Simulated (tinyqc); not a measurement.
The integration grid: Kohn-Sham PBE on finer and finer grids in the sto-6g basis, for BeH2, spin multiplicity 1. Computed by the program tinyqc with PySCF. Self-consistent on each grid; the net force on the molecule should vanish.

Geometry (angstrom):
```
atom       x        y       z
Be    0.0000   0.0000  0.0000
H     0.0000   1.5350  0.0010
H     0.0000  -1.5350  0.0010
```

Kohn-Sham energy on Becke grids (radial x angular points per atom):
```
grid       points  residual of the electron count  E (hartree)  E - finest (mhartree)  largest net force without grid terms (hartree/bohr)
10 x 14       410                        1.88e-02    -15.79490               -4.51906                                             9.99e-05
15 x 26      1158                        1.27e-02    -15.79342               -3.04047                                             9.25e-06
20 x 50      2976                        3.16e-05    -15.79062               -0.23787                                             1.87e-07
30 x 86      7710                       -8.76e-05    -15.79040               -0.01804                                             2.93e-07
50 x 194    29046                        7.66e-06    -15.79039               -0.00324                                             1.82e-07
75 x 302    67838                       -8.93e-07    -15.79038                0.00042                                             2.06e-08
120 x 590  212114                       -9.32e-10    -15.79038                0.00000                                             1.26e-09
```

What does the comparison show, and why?

The energy is within 0.1 mhartree of the finest grid first at 30 x 86. The error has both signs, since quadrature is not variational. The electron count and the net force are cheap signs of a poor grid.
